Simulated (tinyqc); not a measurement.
Strain and the order of the valence edges: six-band k.p model of the valence band of a wurtzite crystal.

At k = 0: E1 = D1c + D2c + Te + Le (pure HH); E2, E3 = Le + u +/- sqrt(u^2 + 2 D3c^2), u = (D1c - D2c + Te)/2, D1c = Dcr, D2c = D3c = Dso/3. The weight of LH in state 2 is fL = (E2 - Le)^2/((E2 - Le)^2 + 2 D3c^2). Relative strengths of transitions to the conduction band: for E perpendicular to c (TE) 1/2, fL/2, (1 - fL)/2; for E along c (TM) 0, 1 - fL, fL, with one momentum element for both directions.

Strain of a c-plane layer: exx = eyy = e_par, ezz = -2 (C13/C33) e_par; Le = D1 ezz + D2 (exx + eyy), Te = D3 ezz + D4 (exx + eyy).

Conduction edge: Ec = (top of the unstrained valence band) + Eg + (a1 + D1) ezz + (a2 + D2)(exx + eyy).
Constants: kB = 8.617333262e-05 eV/K.

Parameters, chosen for this exercise (of the order of those of hexagonal CdSe; not measured data): Dcr = 0.0328 eV (crystal-field splitting); Dso = 0.4078 eV (spin-orbit splitting); Eg = 1.838 eV (direct gap at Gamma from the top of the unstrained valence band); a1 = -0.73 eV (gap potential along c); a2 = -3.6 eV (gap potential in the plane); D1 = -0.96 eV; D2 = 0.97 eV; D3 = 3.95 eV; D4 = -2.27 eV; C13 = 39 GPa; C33 = 87 GPa; T = 100 K (temperature).

Edges from the unstrained top. Degree of polarisation (TE - TM)/(TE + TM), each state weighted by exp(E/kT) alone (equal densities of states).

Results:

| e_par (%) | E1 (meV) | E2 (meV) | E3 (meV) | fL | lowest transition (eV) | polarisation |
|---|---|---|---|---|---|---|
| -0.80 | 42.2 | -17.2 | -403.6 | 0.450 | 1.8257 | 0.998 |
| -0.60 | 31.7 | -18.7 | -407.0 | 0.430 | 1.8288 | 0.993 |
| -0.20 | 10.6 | -20.7 | -414.9 | 0.390 | 1.8349 | 0.938 |
| 0.00 | 0.0 | -21.3 | -419.3 | 0.370 | 1.8380 | 0.812 |
| 0.20 | -10.6 | -21.5 | -424.1 | 0.352 | 1.8411 | 0.502 |
| 0.40 | -21.1 | -21.4 | -429.1 | 0.334 | 1.8441 | 0.014 |
| 0.60 | -31.7 | -21.1 | -434.4 | 0.317 | 1.8366 | -0.383 |
| 0.80 | -42.2 | -20.5 | -440.0 | 0.300 | 1.8285 | -0.573 |

Give the missing row, e_par (%) = -0.40.

Computed row:
```
e_par (%)  E1 (meV)  E2 (meV)  E3 (meV)     fL  lowest transition (eV)  polarisation
-0.40          21.1     -19.9    -410.8  0.409                  1.8319         0.980
```

E1 = E2 requires Dcr + Te = 0, which here falls at e_par = 0.41 %, inside the sweep: state 1 is on top for smaller e_par and state 2 beyond. The polarisation goes from +1.00 to -0.57 and changes sign between 0.40 and 0.60 %; the lowest transition moves by +2 meV per 1 % on average, not monotonically: it peaks at e_par = 0.40 % among these rows. The deformation potentials of this set are rough, and the small net slope can differ from measurement even in sign.

Run: tinyqc, `OMP_NUM_THREADS=1 python tinyqc.py 1051221 1051222 out.jsonl`; Intel(R) Xeon(R) Processor @ 2.30GHz, one thread, shared host; about 0.01 s of CPU time with all checks.
